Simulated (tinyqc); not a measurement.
# Resistance of a source-drain extension with a graded tip: effects of single changes

y runs along the channel, the gate covers y > 0. The doping is N0 for y < y0 and N0 10^(-(y - y0)/la) beyond, uniform over the depth xj. Sheet conductance s(y) = q mu(N) max(N - Nch, 0) xj + (for y > 0) ma Cox Vo, with mu(N) = u0 + (u1 - u0)/(1 + (N/Nr)^au) and Cox = eps0 eox/tox. Current is taken as one-dimensional; depletion of the tip, spreading and the contact are left out. The metallurgical junction lies at yj, where N = Nch.

Inputs (values chosen for the exercise); mobility law close to that of electrons in silicon: relative permittivity of the gate insulator (close to silicon nitride) eox = 7.32; insulator thickness tox = 2.8 nm; active doping of the extension far from the gate N0 = 6.3e19 cm^-3; lateral abruptness la = 2.9 nm/decade; depth of the extension xj = 25 nm; channel doping Nch = 9.6e17 cm^-3; spacer length Ls = 11 nm; gate overdrive Vo = 0.54 V; mobility of the gate-induced layer ma = 130 cm^2/(V s); mobility at low doping u1 = 1414 cm^2/(V s); mobility at high doping u0 = 68.5 cm^2/(V s); reference doping Nr = 9.2e16 cm^-3; exponent au = 0.711; gate length Lg = 30 nm.

Constants: q = 1.602176634e-19 C, eps0 = 8.8541878128e-14 F/cm where lengths are in cm. Results are converted to the units shown.

Each table varies one quantity; the others keep the values above.

## Abruptness at a fixed junction position

R_spacer = integral of dy/s from -Ls to 0, R_ov from 0 to yj, R_channel = (Lg - 2 yj)/(ma Cox Vo), R_total = 2 R_spacer + 2 R_ov + R_channel. Electrical length L_eff = ma Cox dR_total/d(1/Vo); R_series = R_total - L_eff/(ma Cox Vo). y0 is moved with la so that yj stays at 4.4695 nm.

The same in every row: yj (nm) = 4.470; R_channel (ohm um) = 129.6.

Abruptness at a fixed junction position:

| la (nm/decade) | R_spacer (ohm um) | R_ov (ohm um) | R_total (ohm um) | L_eff (nm) | R_series (ohm um) |
|---|---|---|---|---|---|
| 1 | 5.442 | 5.520 | 151.5 | 21.86 | 17.03 |
| 1.9 | 5.442 | 8.646 | 157.8 | 22.53 | 19.14 |
| 2.8 | 5.523 | 11.70 | 164.1 | 23.20 | 21.31 |
| 3.7 | 6.523 | 14.06 | 170.8 | 23.81 | 24.26 |
| 4.6 | 8.546 | 15.78 | 178.3 | 24.33 | 28.50 |
| 5.5 | 11.41 | 17.07 | 186.6 | 24.78 | 34.07 |
| 6.4 | 14.96 | 18.09 | 195.7 | 25.16 | 40.87 |
| 7.3 | 19.08 | 18.92 | 205.6 | 25.49 | 48.75 |

Read the table: what changes, and by how much?

As la goes from 1 to 7.3 nm/decade, R_total rises from 152 to 206 ohm um, R_spacer rises from 5.44 to 19.1 ohm um and R_ov rises from 5.52 to 18.9 ohm um. R_total changes on average by 8.58 ohm um for each nm/decade. L_eff exceeds the metallurgical length by 0.796 nm in the first row and 4.43 nm in the last, since the gate also controls the lightly doped tips.

## Effect of the position under the gate where the fall begins

Same model as above.

Effect of the position under the gate where the fall begins:

| y0 (nm) | yj (nm) | R_spacer (ohm um) | R_ov (ohm um) | R_channel (ohm um) | R_total (ohm um) | L_eff (nm) | R_series (ohm um) |
|---|---|---|---|---|---|---|---|
| -4 | 1.270 | 13.98 | 5.903 | 169.0 | 208.8 | 28.95 | 30.61 |
| -2 | 3.270 | 6.596 | 10.69 | 144.4 | 179.0 | 25.59 | 21.48 |
| 0 | 5.270 | 5.442 | 12.49 | 119.8 | 155.6 | 21.68 | 22.17 |
| 2 | 7.270 | 5.442 | 13.40 | 95.15 | 132.8 | 17.71 | 23.87 |
| 4 | 9.270 | 5.442 | 14.32 | 70.53 | 110.1 | 13.73 | 25.57 |
| 6 | 11.27 | 5.442 | 15.23 | 45.92 | 87.27 | 9.751 | 27.26 |
| 8 | 13.27 | 5.442 | 16.15 | 21.30 | 64.48 | 5.773 | 28.96 |

As y0 goes from -4 to 8, R_total falls from 209 to 64.5 ohm um, L_eff falls from 28.9 to 5.77 nm and R_series goes from 30.6 through a minimum of 21.5 (at y0 = -2 among the rows listed) to 29.0 ohm um. More overlap also shortens the channel and adds capacitance, effects on threshold and speed that are left out.

tinyqc, about 0.03 s, one thread, Intel Xeon 2.30GHz (shared host): `OMP_NUM_THREADS=1 python tinyqc.py 2282064 2282065 out.jsonl`
